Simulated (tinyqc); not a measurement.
Changing the noise amplitude: cluster expansion of a binary alloy: correlations, fit, cross-validation and ground states. Computed by tinyqc, a small Python program. Command: `OMP_NUM_THREADS=1 python tinyqc.py 3017347 3017348 out.jsonl clex sweep`. One thread of a shared host (Intel(R) Xeon(R) Processor @ 2.30GHz), about 0.1 s of CPU time with the checks.

s = +1 for A and -1 for B. Energy per site E = J0 + J1 P(point) + sum over clusters of m V P, with P the mean product of spins; V > 0 on a pair favours unlike neighbours. Clusters per site m: pair 1 6, pair 2 3, pair 3 12, triplet 8; the triplet is the triangle of first neighbours. Formation energies are counted from the line between pure A and pure B, which removes J0 and J1.

Inputs (values chosen for the exercise, for a model alloy):
```
quantity,value,unit
first-pair interaction V1,29.6,meV
second-pair interaction V2,9.5,meV
third-pair interaction V3,3.6,meV
triplet interaction Vt,-3,meV
```

Lattice: fcc.

correlations P, counted on periodic cells:
```
,point,pair 1,pair 2,pair 3,triplet
A,1.000000,1.000000,1.000000,1.000000,1.000000
A3B L1_2,0.500000,0.000000,1.000000,0.000000,-0.500000
A3B D0_22,0.500000,0.000000,0.666667,0.333333,-0.500000
A3B (001) layers,0.500000,0.333333,0.666667,0.000000,0.500000
A2B (001) layers,0.333333,0.111111,0.555556,-0.333333,0.333333
AB L1_0,0.000000,-0.333333,1.000000,-0.333333,0.000000
AB L1_1,0.000000,0.000000,-1.000000,0.000000,0.000000
A2B2 (001) layers,0.000000,0.333333,0.333333,-0.333333,0.000000
AB2 (001) layers,-0.333333,0.111111,0.555556,-0.333333,-0.333333
AB3 L1_2,-0.500000,0.000000,1.000000,0.000000,0.500000
AB3 D0_22,-0.500000,0.000000,0.666667,0.333333,0.500000
AB3 (001) layers,-0.500000,0.333333,0.666667,0.000000,-0.500000
B,-1.000000,1.000000,1.000000,1.000000,-1.000000
```

standard normal numbers for the noise (0 for the pure ends): A 0.000, A3B L1_2 -0.581, A3B D0_22 1.748, A3B (001) layers -1.303, A2B (001) layers 0.358, AB L1_0 1.165, AB L1_1 1.265, A2B2 (001) layers 2.890, AB2 (001) layers -0.270, AB3 L1_2 -0.327, AB3 D0_22 0.816, AB3 (001) layers -0.327, B 0.000

Method:
- Design matrix of formation energies: m (P - 1) for pairs and m (P(triplet) - P(point)) for the triplet; x = (1 - P(point))/2.
- Exact: X V with V = (V1, V2, V3, Vt). The data to fit add the noise amplitude times the normal numbers, standing for what the clusters leave out.
- Leave out pair 3: A = X^T X and b = X^T E (E being the data with noise) over these three columns; solve A V = b. The root-mean-square error runs over the structures between the pure ends.
- For each set, H = X (X^T X)^-1 X^T over the structures between the ends; residual e = E - H E; leave-one-out error e_i/(1 - H_ii); both as root mean squares.

One run for each value:
```
noise amplitude (meV/site),leave-one-out error without pair 3 (meV/site),leave-one-out error with all four (meV/site),root-mean-square error of the three-cluster fit (meV/site)
0.30,26.993,0.632,13.895
0.57,26.902,1.201,13.926
1.10,26.738,2.318,14.002
2.10,26.491,4.425,14.209
4.10,26.241,8.639,14.846
15.00,30.442,31.606,21.981
30.00,45.934,63.211,35.940
```

Give the missing row, noise amplitude (meV/site) = 7.90.

Computed row; columns: (1) noise amplitude (meV/site); (2) leave-one-out error without pair 3 (meV/site); (3) leave-one-out error with all four (meV/site); (4) root-mean-square error of the three-cluster fit (meV/site):
```
(1)      (2)     (3)     (4)
7.90  26.687  16.646  16.763
```

Interpolating between the two neighbouring rows (the first column on a logarithmic scale, the others too where they are positive) misses most in root-mean-square error of the three-cluster fit (meV/site), by 8.0 %. Over the rows, leave-one-out error without pair 3 (meV/site) goes from 27.0 through a minimum among these rows, 26.2 at 4.10, to 45.9; leave-one-out error with all four (meV/site) rises from 0.632 to 63.2 (exponent d ln y / d ln x about 1.0 throughout); root-mean-square error of the three-cluster fit (meV/site) rises from 13.9 to 35.9 (exponent d ln y / d ln x 0.0034 between the first rows and 0.71 between the last). With all four clusters the error is pure noise and scales with it. Leaving out pair 3 leaves a floor set by V3 once the noise is small enough, but predicts better from a noise of 15 meV on.

Extremes, crossings and ranges named in words are read from the listed rows.
